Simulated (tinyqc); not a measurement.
Relaxation at fixed composition: composition and strain of an epitaxial Si(1-x)Ge(x) layer from Raman and X-ray peaks. Computed by tinyqc, a small Python program. Command: `OMP_NUM_THREADS=1 python tinyqc.py 3030403 3030404 out.jsonl epiraman walk`. One thread of a shared host (Intel(R) Xeon(R) Processor @ 2.30GHz), about 0.01 s of CPU time with the checks.

A (001) layer, biaxially strained in the plane. The Raman peaks follow empirical lines omega = w0 + c1 x + c3 x^3 + b eps (c3 for Si-Ge alone), with eps the in-plane strain.

Inputs (values chosen for the exercise, modelled on silicon-germanium):

| quantity | value | unit |
|---|---|---|
| Ge fraction x | 0.67 | - |
| lattice constant of Si | 5.431 | angstrom |
| lattice constant of Ge | 5.658 | angstrom |
| bowing B | 0.024 | angstrom |
| 2 C12/C11 of Si | 0.768 | - |
| 2 C12/C11 of Ge | 0.756 | - |
| Si-Si: w0 | 520.5 | 1/cm |
| Si-Si: c1 | -68.2 | 1/cm |
| Si-Si: strain coefficient b | -719 | 1/cm |
| Ge-Ge: w0 | 280.5 | 1/cm |
| Ge-Ge: c1 | 18.9 | 1/cm |
| Ge-Ge: strain coefficient b | -461 | 1/cm |
| X-ray wavelength | 1.540598 | angstrom |

Substrate: silicon.

Method:
- Relaxed lattice constant a(x) = a_Si + (a_Ge - a_Si) x - B x (1 - x).
- In-plane constant a_par = a_sub + R (a(x) - a_sub); eps = a_par/a(x) - 1; eps_perp = -(2 C12/C11) eps with 2 C12/C11 linear in x; a_perp = a(x) (1 + eps_perp).
- (004) Bragg angle theta = arcsin(2 lambda/a), with a = a_perp for the layer and a_sub for the substrate; separation = layer less substrate. The apparent x is the one that a fully strained layer (R = 0) would need to give the same a_perp.

Signatures:

| R | eps (per mille) | Si-Si (1/cm) | Ge-Ge (1/cm) | a_perp (angstrom) | (004) separation (arcsec) | apparent x if R = 0 is assumed |
|---|---|---|---|---|---|---|
| 0.00 | -26.316 | 493.73 | 305.29 | 5.6893 | -6385.4 | 0.67000 |
| 0.15 | -22.368 | 490.89 | 303.47 | 5.6726 | -5993.2 | 0.62924 |
| 0.30 | -18.421 | 488.05 | 301.66 | 5.6559 | -5598.2 | 0.58816 |
| 0.50 | -13.158 | 484.27 | 299.23 | 5.6336 | -5067.1 | 0.53286 |
| 0.70 | -7.895 | 480.48 | 296.80 | 5.6112 | -4530.9 | 0.47696 |
| 0.85 | -3.947 | 477.64 | 294.98 | 5.5945 | -4125.3 | 0.43461 |
| 1.00 | 0.000 | 474.81 | 293.16 | 5.5778 | -3716.7 | 0.39191 |

What does the comparison show, and why?

Full relaxation moves the Si-Si peak by -18.92 per cm and shrinks the X-ray separation to 58 % of its strained value, about 1/(1 + 2 C12/C11). A symmetric reflection alone cannot part x from R: a relaxed layer read as strained gives x = 0.392 in place of 0.67. An asymmetric reflection or a second peak is needed.

Extremes, crossings and ranges named in words are read from the listed rows.
